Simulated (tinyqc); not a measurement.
# Front-illuminated p-i-n photodiode, quantum efficiency and bandwidth: two studies

Light enters through a p layer (0 to xp), a depleted layer (xp to xp + wi) and a thick n substrate, decaying as exp(-al x); one pass, no back reflection. Carriers made in the depleted layer are all collected; those in the neutral layers diffuse.

Values chosen for this exercise; values close to those of silicon at this wavelength:
- lam = 532 nm (wavelength)
- al = 8220 1/cm (absorption coefficient)
- Rf = 0.3 (reflectance of the front face)
- eps_r = 11.1 (relative permittivity)
- xp = 0.14 um (thickness of the front p layer)
- wi = 1.5 um (thickness of the depleted layer)
- Dn = 10 cm^2/s (electron diffusion coefficient in the p layer)
- Ln = 5.6 um (electron diffusion length in the p layer)
- S = 4000 cm/s (recombination velocity of the front surface)
- Lp = 65 um (hole diffusion length in the thick n substrate)
- ve = 1.02e7 cm/s (electron drift velocity)
- vh = 7.1e6 cm/s (hole drift velocity)
- dia = 20 um (diameter)
- RL = 50 ohm (load resistance)
- Cp = 10 fF (parasitic capacitance)

Constants: q = 1.602176634e-19 C, h = 6.62607015e-34 J s, c = 299792458 m/s, eps0 = 8.8541878128e-14 F/cm where lengths are in cm. Results are converted to the units shown.

Each table varies one quantity; the others keep the values above.

## Efficiency and bandwidth against the thickness of the depleted layer

k = al Ln, s = S Ln/Dn, e = exp(-al xp); front layer f1 = (k/(k^2 - 1)) {[s + k - e (s cosh(xp/Ln) + sinh(xp/Ln))]/[s sinh(xp/Ln) + cosh(xp/Ln)] - k e}; depleted layer f2 = e (1 - exp(-al wi)); substrate f3 = e exp(-al wi) al Lp/(1 + al Lp); external efficiency (1 - Rf)(f1 + f2 + f3); responsivity = efficiency q lam/(h c). Drift response for pairs made in the depleted layer, a = al wi, g = 1 - exp(-a), u = 2 pi i f, te = wi/ve, th = wi/vh: electrons He = [g - a (exp(-a) - exp(-u te))/(u te - a)]/(u te g), holes Hh = [g - a (1 - exp(-a - u th))/(a + u th)]/(u th g); C = eps0 eps_r pi (dia/2)^2/wi + Cp; total |He + Hh|/sqrt(1 + (2 pi f RL C)^2), for the current of the depleted layer alone. Limits are the frequencies at which each factor falls to 1/sqrt(2); inverse-square sum (f_transit^-2 + f_RC^-2)^(-1/2); the diffusion currents f1 and f3 are left out of the bandwidth.

Efficiency and bandwidth against the thickness of the depleted layer:
columns A: wi (um); B: f2; C: f1 + f3; D: responsivity (A/W); E: transit limit (GHz); F: RC limit (GHz); G: 3 dB bandwidth (GHz); H: inverse-square sum (GHz); I: bandwidth x (1 - Rf) f2 (GHz)
```
A          B       C       D      E      F      G      H      I
0.19  0.1289  0.8568  0.2961  239.9  18.45  18.38  18.40  1.658
0.32  0.2061  0.7809  0.2965  143.4  29.89  29.04  29.26  4.190
0.53  0.3148  0.6743  0.2971  87.53  46.63  39.86  41.16  8.782
0.89  0.4624  0.5293  0.2979  53.03  71.22  40.72  42.54  13.18
1.5   0.6316  0.3633  0.2988  32.27  104.1  30.30  30.82  13.40
2.5   0.7771  0.2204  0.2996  19.92  142.4  19.65  19.73  10.69
4.2   0.8631  0.1361  0.3001  12.05  183.4  12.01  12.02  7.257
7.1   0.8887  0.1109  0.3002  6.992  221.8  6.987  6.989  4.347
12    0.8912  0.1084  0.3003  3.970  253.2  3.969  3.969  2.476
```

What does the comparison show?

As wi goes from 0.19 to 12, the responsivity rises from 0.296 to 0.300 A/W and the bandwidth goes from 18.4 through a maximum of 40.7 (at wi = 0.89 among the rows listed) to 3.97 GHz. The RC limit is the lower one for wi = 0.19, 0.32, 0.53, the transit limit elsewhere. Adding inverse squares of the two limits is within 4.5 % of the full result. The product of bandwidth and fast efficiency goes from 1.66 through a maximum of 13.4 (at wi = 1.5 among the rows listed) to 2.48 GHz. For wi = 0.19, 0.32, 0.53, 0.89, 1.5 the diffusion currents exceed 0.3 of the drift current; their own response times, left out, may then shape the whole response.

## Efficiency and bandwidth against the diameter

Same model as above.

The same in every row: f2 = 0.6316; f1 + f3 = 0.3633; responsivity (A/W) = 0.2988; transit limit (GHz) = 32.27.

Efficiency and bandwidth against the diameter:
```
dia (um)  RC limit (GHz)  3 dB bandwidth (GHz)  inverse-square sum (GHz)  bandwidth x (1 - Rf) f2 (GHz)
5                  282.0                 31.97                     32.06                          14.13
10                 210.2                 31.73                     31.89                          14.03
20                 104.1                 30.30                     30.82                          13.40
50                 22.96                 17.97                     18.71                          7.944
100                6.068                 5.926                     5.963                          2.620
200                1.539                 1.536                     1.537                         0.6793
500               0.2472                0.2472                    0.2472                         0.1093
1000             0.06184               0.06184                   0.06184                        0.02734
```

What does the table show?

As dia goes from 5 to 1000, the responsivity stays at 0.299 A/W and the bandwidth falls from 32.0 to 0.0618 GHz. The RC limit is the lower one for dia = 50, 100, 200, 500, 1000, the transit limit elsewhere. Adding inverse squares of the two limits is within 4.1 % of the full result. In every row the diffusion currents exceed 0.3 of the drift current; their own response times, left out, may then shape the whole response.

tinyqc, about 0.01 s, one thread, Intel Xeon 2.30GHz (shared host): `OMP_NUM_THREADS=1 python tinyqc.py 2250107 2250108 out.jsonl`
